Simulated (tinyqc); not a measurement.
Two-band massive Dirac model of the K valleys: sweeps and comparisons. A value that a table varies takes the place of the one given here.

Basis (conduction, valence): H = [[D/2, a t (tau kx - i ky)], [a t (tau kx + i ky), -D/2 + lam tau sz]], valley tau = +/-1, spin sz = +/-1. The gap of a spin and valley is G = D - lam tau sz. Berry curvature Omega = curl of i<u|grad u>; for the conduction band Omega_c = -tau 2 a^2 t^2 G/(G^2 + 4 a^2 t^2 k^2)^(3/2), and Omega_v = -Omega_c.

Constants: hbar^2/2m0 = 3.80998211 eV angstrom^2.

Inputs chosen for the exercise (near those used for monolayer WSe2; the results hold for these values, not for the real material):
```
symbol  value  unit      meaning
a       3.315  angstrom  lattice constant
D       1.55   eV        gap parameter
t       1.28   eV        effective hopping
lam     0.196  eV        half the valence spin splitting
```

## Away from the valley

Flavour tau = +1, sz = +1. Parabolic transition energy G + 2 a^2 t^2 k^2/G; degree of circular polarisation eta = 2 cos(theta)/(1 + cos^2(theta)). The last column is the Berry flux of the conduction band inside |k|, over 2 pi: -(1 - cos(theta))/2, cos(theta) = G/(transition energy).

Along |k|:
```
|k| (1/angstrom)  transition (eV)  parabolic (eV)  Omega_c (angstrom^2)     eta  flux/2 pi
0.000                      1.3540          1.3540               -19.642  1.0000     0.0000
0.025                      1.3705          1.3706               -18.940  0.9999    -0.0060
0.050                      1.4189          1.4205               -17.067  0.9989    -0.0229
0.075                      1.4961          1.5036               -14.559  0.9950    -0.0475
0.100                      1.5980          1.6199               -11.949  0.9864    -0.0763
0.150                      1.8584          1.9524                -7.596  0.9519    -0.1357
0.200                      2.1712          2.4178                -4.764  0.8980    -0.1882
0.300                      2.8836          3.7475                -2.033  0.7695    -0.2652
```

What can be read from the table?

The curvature halves at |k| = 0.122 1/angstrom, where 2 a t k = 0.766 G. At 0.3 the parabola is 864 meV too high, eta has fallen only to 0.769, and the flux has reached -0.265 of the -1/2 that a whole cone holds. The real bands leave this model beyond about 0.1 to 0.2 1/angstrom, where trigonal warping and other bands enter.

## Hole doping of the spin-split valence bands

The Fermi level lies E below the top of the valence band. kF for the upper and lower band of valley +1 from the two-band energy; each flavour holds kF^2/(4 pi) holes per area and both valleys count. Spin polarisation within one valley; Berry flux removed from valley +1, the sum of (1 - cos(theta_F))/2 with cos(theta_F) = G/sqrt(G^2 + 4 a^2 t^2 kF^2), in units of 2 pi.

Holes:
```
E (meV)  kF upper (1/angstrom)  kF lower  p (1e12/cm^2)  spin polarisation in a valley  flux/2 pi
49.0                    0.0618    0.0000           6.08                          1.000     0.0337
98.0                    0.0889    0.0000          12.58                          1.000     0.0632
196.0                   0.1299    0.0000          26.85                          1.000     0.1123
294.0                   0.1640    0.0000          42.83                          1.000     0.1514
372.4                   0.1890    0.0000          56.83                          1.000     0.1774
431.2                   0.2068    0.0623          74.23                          0.833     0.2160
588.0                   0.2518    0.1454         134.59                          0.500     0.3241
784.0                   0.3051    0.2158         222.25                          0.333     0.4233
```

How do the results move?

Up to E = 2 lam = 392 meV, a density of 60.5e12/cm^2, only the upper band of this model is emptied and each valley is fully spin-polarised, oppositely in the two. Beyond it the polarisation falls, to 0.33 in the last row. The flux, times e^2/h, is in size the change of the Hall conductivity of one valley; the other valley cancels it in the charge current. Rows with kF above about 0.2 1/angstrom lie beyond the range of the model, and in real layers the valley at Gamma, close below in MoS2 and WS2, can take holes as well.

## What each parameter does

Flavour tau = sz = +1 at k = 0: gap G, mass c G/(a t)^2 with c = hbar^2/2m0, Omega_c, and the B - A splitting 2 lam. Each row changes one parameter from the base and keeps the others.

Results:
```
case                 G (eV)  mass (m0)  Omega_c (angstrom^2)  B - A (eV)
base                 1.3540     0.2865               -19.642      0.3920
a = 3.3813 angstrom  1.3540     0.2754               -20.435      0.3920
D = 1.705 eV         1.5090     0.3193               -15.814      0.3920
t = 1.152 eV         1.3540     0.3537               -15.910      0.3920
lam = 0.294 eV       1.2560     0.2658               -22.826      0.5880
```

What can be read from the table?

The largest shifts from the base row, up to three for each result and ties (the steps differ in size, so this ranks the rows, not the parameters). G (eV): D +0.1550, lam -0.0980; unchanged at the printed digits by a and t. mass (m0): t +0.0672, D +0.0328, lam -0.0207. Omega_c (angstrom^2): D +3.828, t +3.732, lam -3.185. B - A (eV): lam +0.1960; unchanged at the printed digits by a, D and t. The mass goes as G/(a t)^2 and the curvature as (a t)^2/G^2, so their product is -2c/G.

Program tinyqc; command `OMP_NUM_THREADS=1 python tinyqc.py 1450896 1450897 out.jsonl`; about 0.01 s on one thread of a shared Intel(R) Xeon(R) Processor @ 2.30GHz.
